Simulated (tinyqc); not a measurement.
Minority carriers and saturation current of a heavily doped emitter: approximations to the Fermi level.

n-type, parabolic bands, full ionisation. eta = (EF - Ec)/kB T solves N = Nc F12(eta), F12(x) = (2/sqrt(pi)) int_0^infinity sqrt(u)/(1 + exp(u - x)) du. The gap shrinks rigidly by dEg = E1 [ln(N/N0) + sqrt(ln^2(N/N0) + 0.5)], an empirical law that is here taken as the true narrowing.

With u = N/Nc: Boltzmann ln u; Joyce-Dixon ln u + 0.353553 u - 4.95009e-3 u^2 + 1.48386e-4 u^3 - 4.42563e-6 u^4; degenerate limit (3 sqrt(pi) u/4)^(2/3). The Einstein ratio is D/(mu Vt) = F12/Fm, Fm(x) = dF12/dx = (1/sqrt(pi)) int_0^infinity u^(-1/2)/(1 + exp(u - x)) du.

Inputs (values chosen for the exercise):
```
symbol    value   unit                                     meaning
Nc      2.82e19  cm^-3  conduction-band density of states at 300 K
```

Result of one run:
```
N (cm^-3)    N/Nc      eta  Boltzmann  Joyce-Dixon  degenerate  D/(mu Vt)
1.9e19     0.6738  -0.1589    -0.3949      -0.1589      0.9292      1.234
```

What becomes of these results when the ionised donor density N is changed from 1.9e19 to 4.6e20 cm^-3, all else the same?

Result of the changed run:
```
N (cm^-3)   N/Nc    eta  Boltzmann  Joyce-Dixon  degenerate  D/(mu Vt)
4.6e20     16.31  7.667      2.792        7.573       7.776      5.261
```

The whole series:
```
N (cm^-3)     N/Nc      eta  Boltzmann  Joyce-Dixon  degenerate  D/(mu Vt)
1.8e18     0.06383   -2.729     -2.752       -2.729      0.1931      1.023
3.9e18      0.1383   -1.930     -1.978       -1.930      0.3233      1.049
8.7e18      0.3085   -1.067     -1.176       -1.067      0.5520      1.108
1.9e19      0.6738  -0.1589    -0.3949      -0.1589      0.9292      1.234
4.3e19       1.525   0.9500     0.4219       0.9500       1.602      1.518
9.4e19       3.333    2.332      1.204        2.332       2.698      2.083
2.1e20       7.447    4.416      2.008        4.414       4.610      3.224
4.6e20       16.31    7.667      2.792        7.573       7.776      5.261
1e21         35.46    12.99      3.568        9.500       13.05      8.743
```

Boltzmann is within 0.1 of eta up to N/Nc = 0.14, Joyce-Dixon within 0.01 up to 7.4, and the degenerate limit is off by 0.064 in the last row. The Einstein ratio rises from 1.02 to 8.74: degenerate carriers diffuse faster for the same mobility.

Range of the model: Band tails, non-parabolic bands and incomplete ionisation are left out.

Numbers from tinyqc (`OMP_NUM_THREADS=1 python tinyqc.py 2330012 2330013 out.jsonl`; about 0.01 s on one thread of a shared Intel Xeon 2.30GHz).
